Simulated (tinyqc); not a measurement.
Planar metal-insulator-metal capacitor: capacitance, non-linearity, leakage and relaxation: one step of the calculation.

A film between two metal electrodes, each interface adding a series capacitance ci. The small-signal permittivity is ek (1 + aq E^2); the field is found with the linear permittivity. Leakage J = J0 sinh(E/Ef). After a voltage step the film passes a relaxation current kr C V tt^(-nr), tt being the time in seconds.

Task. Planar capacitance, field and non-linearity. Planar film: Cf = eps0 ek/t, 1/C = 1/Cf + 2/ci, EOT = 3.9 eps0/C, effective permittivity C t/eps0, E = (V/t) C/Cf; quadratic coefficient [C(V)/C - 1]/V^2 with Cf (1 + aq E^2) in C(V).

Parameters, values chosen for the exercise; permittivity of the order of that of tantalum oxide: relative permittivity of the film ek = 25.2; film thickness t = 7.3 nm; capacitance of each electrode interface (dead layer and screening) ci = 31 uF/cm^2; quadratic field coefficient of the permittivity aq = 0.01 cm^2/MV^2; bias V = 0.5 V; leakage prefactor J0 = 1.1e-11 A/cm^2; field for an e-fold rise of the leakage Ef = 0.44 MV/cm.

Constants: eps0 = 8.8541878128e-14 F/cm where lengths are in cm. Results are converted to the units shown.

Give: Cf; C; EOT; effective permittivity; E; quadratic coefficient; J.

Result.

Cf = 3.057 uF/cm^2
C = 2.553 uF/cm^2
EOT = 1.353 nm
effective permittivity = 21.05
E = 0.5721 MV/cm
quadratic coefficient = 1.093e4 ppm/V^2
J = 1.869e-11 A/cm^2

The interfaces take 16.5 % of the voltage.

Computed by the program tinyqc: `OMP_NUM_THREADS=1 python tinyqc.py 2102016 2102017 out.jsonl`, one thread of a shared Intel Xeon 2.30GHz, about 0.01 s for the whole run.
